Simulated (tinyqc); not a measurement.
Chip with leakage that grows with temperature, electro-thermal loop and runaway: course of the iteration: temperature by substitution.

One temperature T for the device, T = T0 + Rth P(T), with P(T) = Pd + Pl (T/300 K)^2 exp[(q Ea/kB)(1/(300 K) - 1/T)]. The loop gain is Rth dP/dT; a solution is thermally stable when it is below one.

P(T) = Pd + Pl (T/300 K)^2 exp[(q Ea/kB)(1/(300 K) - 1/T)]; T(new) = T0 + Rth P(T).

Stop when T changes by less than 1e-6 K, or after 25 iterations.

Parameters, values chosen for the exercise:
- T0 = 320 K (ambient temperature)
- Pd = 0.61 W (temperature-independent switching power)
- Pl = 0.00696 W (leakage power at 300 K)
- Ea = 0.35 eV (activation energy of the leakage)
- Rth = 81 K/W (thermal resistance)

Constants: q = 1.602176634e-19 C, kB = 1.380649e-23 J/K. Results are converted to the units shown.

T at the start = 320 K

Course of the iteration:

| iteration | T (K) | \|change\| (K) |
|---|---|---|
| 1 | 370.905 | 50.9 |
| 2 | 380.875 | 9.97 |
| 3 | 385.514 | 4.64 |
| 4 | 388.167 | 2.65 |
| 5 | 389.846 | 1.68 |
| 6 | 390.973 | 1.13 |
| 7 | 391.759 | 0.786 |
| 8 | 392.322 | 0.563 |
| 9 | 392.732 | 0.410 |
| ... | ... | ... |
| 17 | 393.828 | 0.0428 |
| 18 | 393.861 | 0.0327 |
| 19 | 393.886 | 0.0250 |
| 20 | 393.905 | 0.0191 |
| 21 | 393.919 | 0.0147 |
| 22 | 393.931 | 0.0112 |
| 23 | 393.939 | 8.61e-3 |
| 24 | 393.946 | 6.60e-3 |
| 25 | 393.951 | 5.06e-3 |

Did this iteration meet its convergence test, and what does its course show?

No. Not converged within 25 iterations. The value creeps on in one direction, each change 0.77 times the one before. The solution is 393.97 K with a loop gain of 0.767; substitution shrinks the error by that factor a step, so it slows down as the device nears runaway. A rerun with Newton steps converges in 7 iterations.

Numbers from tinyqc (`OMP_NUM_THREADS=1 python tinyqc.py 2520008 2520009 out.jsonl`; about 0.01 s on one thread of a shared Intel Xeon 2.30GHz).
